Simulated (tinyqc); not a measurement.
Inside a calculation. Model: hydrogenic impurity: series, fields, screening, photoionisation and donor-acceptor pairs. Computed by tinyqc, a small Python program that keeps every step. Command: `OMP_NUM_THREADS=1 python tinyqc.py 3020893 3020894 out.jsonl hydrogenic walk`. One thread of a shared host (Intel(R) Xeon(R) Processor @ 2.30GHz), about 0.01 s of CPU time with the checks. Intermediate numbers are printed to about 5 digits and carried at full precision; extremes and crossings named in words are read from the listed rows.

One isotropic, parabolic band. Effective units: Ry* and a*, in which H = -nabla^2 - 2/r.

Inputs (values chosen for the exercise, for a model semiconductor): electron mass m = 0.216 m_0; dielectric constant eps = 8.33; donor density N = 1.5e+17 cm^-3; magnetic field B = 11 T; depth of a short-range centre E_i = 305 meV.

Parts treated: magnetic field and photoionisation.

Constants: Ry = 13.605693123 eV; a_0 = 0.529177210903 angstrom; h x 1 THz = 4.135667696 meV; mu_B = 5.7883818060e-05 eV/T.

## Effective units and the series

Ry* = Ry m/eps^2, a* = a_0 eps/m; level n is bound by Ry*/n^2; <r> = (3/2) a* in 1s; lines 1s -> np at Ry* (1 - 1/n^2); 1 THz = 4.135667696 meV.

Ry* = 42.353 meV

a* = 20.408 angstrom

<r> of 1s = 30.611 angstrom

Series:
```
n  binding (meV)  line from 1s (meV)  line (THz)
2         10.588              31.765      7.6807
3          4.706              37.647      9.1030
4          2.647              39.706      9.6009
5          1.694              40.659      9.8313
```

## Overlap of donors

Wigner-Seitz radius r_s = (3/(4 pi N))^(1/3); Mott criterion N_c^(1/3) a* = 0.26; overlap of two 1s orbitals at distance d: S = exp(-x)(1 + x + x^2/3), x = d/a*, with d = N^(-1/3).

r_s = 116.75 angstrom

Mott density = 2.0680e+18 cm^-3

N over the Mott density = 0.072535

overlap S = 0.0038111

The sample is on the insulating side, with isolated donors.

## Donor in a magnetic field

gamma = hbar omega_c/(2 Ry*) = mu_B B/(m Ry*). For m_z = 0, H = -nabla^2 - 2/r + gamma^2 rho^2/4, and the band edge moves to gamma Ry*. Basis: exp(-al rho^2 - be z^2), al_k = 0.02 x 2.4^k + gamma/4 x c with k = 0..11, be_k = 0.02 x 2.4^k and c = 0, 0.5, 1 (36 functions). With A = al_i + al_j, B = be_i + be_j (not the field) and the common factor pi^(3/2) dropped: S = 1/(A sqrt(B)), kinetic S (4 al_i al_j/A + 2 be_i be_j/B), <rho^2> = S/A, <1/r> = (2/sqrt(pi)) atanh(u)/(A u), u = sqrt(1 - B/A), which is (2/sqrt(pi))/A when A = B; overlap eigenvalues below 1e-11 are dropped. Binding = (gamma - E) Ry*; the spin term shifts level and edge alike.

gamma = 0.069600

hbar omega_c = 5.8956 meV

magnetic length a*/sqrt(gamma) = 77.355 angstrom

ground level = -42.251 meV

binding energy in the field = 45.198 meV

The field squeezes the orbit and raises the binding by a factor 1.067.

## Weak-field and exact binding

Perturbation theory: E = -1 + gamma^2/2 - (53/96) gamma^4 Ry*.

Ground level (Ry*):
```
gamma   B (T)     basis  second order  fourth order  binding
0.007    1.11  -0.99997      -0.99998       -1.0000   1.0070
0.017    2.69  -0.99985      -0.99986       -0.9999   1.0168
0.035    5.53  -0.99938      -0.99939       -0.9994   1.0344
0.070   11.06  -0.99756      -0.99755       -0.9976   1.0676
0.140   22.13  -0.99039      -0.99020       -0.9904   1.1304
0.280   44.25  -0.96343      -0.96080       -0.9642   1.2434
0.300   47.41  -0.95837      -0.95500       -0.9595   1.2584
0.500   79.02  -0.89441      -0.87500       -0.9095   1.3944
0.700  110.63  -0.81144      -0.75500       -0.8876   1.5114
1.000  158.05  -0.66233      -0.50000       -1.0521   1.6623
```

Second order stays within 1 % of the basis value up to gamma = 0.30 of those listed and fourth order up to 0.30; beyond, the truncated (asymptotic) series fails, while the binding keeps growing slowly, to 1.66 Ry* at gamma = 1.0. Rows above about 100 T are beyond laboratory magnets, and there polaron and band-shape effects enter.

## Photoionisation line shapes

With x = h nu/E above threshold, normalised to their maxima: hydrogenic 1s: x^-4 exp(4 - 4 atan(k)/k)/(1 - exp(-2 pi/k)), k = sqrt(x - 1), which is 1 at threshold; delta-function centre (Lucovsky): 8 (x - 1)^(3/2)/x^3, which is 1 at x = 2. Energies use E = Ry* and E = E_i; band-to-band absorption, which hides both above the gap, is left out.

Relative cross-sections:
```
x     h nu, hydrogenic (meV)  hydrogenic  h nu, short-range centre (meV)  Lucovsky
1.05                   44.47  8.7772e-01                          320.25    0.0773
1.20                   50.82  6.1222e-01                          366.00    0.4141
1.50                   63.53  3.3174e-01                          457.50    0.8381
2                      84.71  1.4774e-01                          610.00    1.0000
2.50                  105.88  7.7836e-02                          762.50    0.9406
3.50                  148.24  2.9036e-02                         1067.50    0.7376
5                     211.77  9.9730e-03                         1525.00    0.5120
8                     338.82  2.3612e-03                         2440.00    0.2894
```

The Coulomb tail makes the hydrogenic cross-section largest at threshold, 42.35 meV; the short-range (neutral) centre starts from zero and peaks at twice its depth, 610.0 meV.

Checks made by the program: weak-field limit -1 + gamma^2/2 (relative difference 8e-06).
